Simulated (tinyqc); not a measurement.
Elastic strain and critical thickness of a cubic alloy layer A(1-x)B(x) on a thick substrate: one step, computed by the program tinyqc. Command: `OMP_NUM_THREADS=1 python tinyqc.py 3026589 3026590 out.jsonl misfit walk`. One thread of a shared host (Intel(R) Xeon(R) Processor @ 2.30GHz), about 0.01 s of CPU time with the checks.

Strain is positive in tension. The layer is coherent with the substrate unless said otherwise.

Task: Isotropic constants and the prefactor A. Voigt averages: G = (C11 - C12 + 3 C44)/5, B = (C11 + 2 C12)/3, nu = (3 B - 2 G)/(2 (3 B + G)); b = a/sqrt(2). Edge dislocation with b in the interface: cos alpha = 0, cos lambda = 1. Matthews-Blakeslee: h_c = A [ln(h_c/b) + 1], A = b (1 - nu cos^2 alpha)/(8 pi |f| (1 + nu) cos lambda), the factor 8 pi being that of an uncapped layer.

Growth plane: (001). Layer: uncapped. Misfit dislocation: edge.

elastic constants (GPa): C11 110.2967, C12 52.1748, C44 55.4663

free lattice constant a = 5.73805 angstrom

misfit f = -0.01482211

Give: shear modulus G; Poisson ratio nu; Burgers vector b; prefactor A.

Result:

shear modulus G = 44.90416 GPa

Poisson ratio nu = 0.24049

Burgers vector b = 0.40574 nm

prefactor A = 0.87802 nm
